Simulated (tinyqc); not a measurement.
From results back to parameters: Stoner model of a band ferromagnet.

Problem. The moment of the weak ferromagnet is given and I is hidden.

Density of states per atom and spin: triangular, D(e) = (4 M/W^2) (W/2 - |e|). Levels e -/+ I m/2 for up and down spin, m = n_up - n_down, n_up + n_down = nd. At zero temperature e(N) is the energy below which N states lie, and E(m) = sum over spins of integral e D de - I m^2/4.

Inputs chosen for the exercise: W = 4.4 eV (band width, e from -W/2 to W/2); M = 5 (states per atom and spin); nd = 6.83 (electrons per atom).

m = 2.61628 muB

Find: e(n_up), e(n_down); I.

Solution. n_up and n_down follow from nd and m; both bands share one Fermi level, so I = (e(n_up) - e(n_down))/m.

e(n_up), e(n_down) (eV): 1.468  -0.180

I = 0.63 eV

(tinyqc, `OMP_NUM_THREADS=1 python tinyqc.py 1650831 1650832 out.jsonl`, Intel(R) Xeon(R) Processor @ 2.30GHz, 1 thread, shared host, about 0.4 s.)
